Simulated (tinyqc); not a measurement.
Gated two-dimensional channel with two bands, quantum capacitance: two steps of the calculation.

phi is the Fermi level above the lowest band edge, in volts; Vg is counted from the gate voltage at which an empty channel would have phi = 0. The channel has no thickness; trap charge is -q Dit phi.

Inputs (values chosen for the exercise); lowest band close to that of monolayer WSe2:

| symbol | value | unit | meaning |
|---|---|---|---|
| T | 300 | K | temperature |
| md | 0.347 | m0 | in-plane mass |
| gv | 2 |  | valley degeneracy |
| m2 | 0.48 | m0 | in-plane mass of a second band, chosen freely |
| g2 | 4 |  | valley degeneracy of that band, chosen freely |
| E2 | 0.09 | eV | second band edge above the first |
| Dit | 0 | cm^-2 eV^-1 | density of traps |
| Vg | 1.18 | V | gate voltage |

Constants: q = 1.602176634e-19 C, kB = 1.380649e-23 J/K, hbar = 1.054571817e-34 J s, m0 = 9.1093837015e-31 kg, Vt = kB T/q. Results are converted to the units shown.

Problem 1. New phi. D1 = gv md m0 q/(pi hbar^2), D2 = g2 m2 m0 q/(pi hbar^2) per eV; n1 = D1 Vt ln(1 + exp(phi/Vt)), n2 = D2 Vt ln(1 + exp((phi - E2)/Vt)), n = n1 + n2; Cq = q dn/dphi = q [D1/(1 + exp(-phi/Vt)) + D2/(1 + exp((E2 - phi)/Vt))]. Newton: f = phi + q (n + Dit phi)/Cox - Vg, phi(new) = phi - f/(1 + (Cq + q Dit)/Cox).

phi after iteration 1 = -0.0055236262 V
Cox = 0.60581285 uF/cm^2

Find: n1; n2; Cq; f; phi after iteration 2.

Solution 1.

n1 = 4.4369e12 cm^-2
n2 = 5.0889e11 cm^-2
Cq = 23.868 uF/cm^2
f = 0.12248 V
phi after iteration 2 = -0.0085554 V

Problem 2. Charge and capacitances at the solution. 1/C_G = 1/Cox + 1/(Cq + q Dit); dphi/dVg = Cox/(Cox + Cq + q Dit).

converged phi = -0.0086675357 V
Cox = 0.60581285 uF/cm^2

Give: n; Cq; C_G; dphi/dVg.

Solution 2.

n = 4.4946e12 cm^-2
Cq = 22.133 uF/cm^2
C_G = 0.58967 uF/cm^2
dphi/dVg = 0.026642

Cq is 36.5 times Cox, so C_G is 97.3 % of Cox.

Program tinyqc, `OMP_NUM_THREADS=1 python tinyqc.py 2200039 2200040 out.jsonl`; Intel Xeon 2.30GHz, shared host, one thread, about 0.01 s.
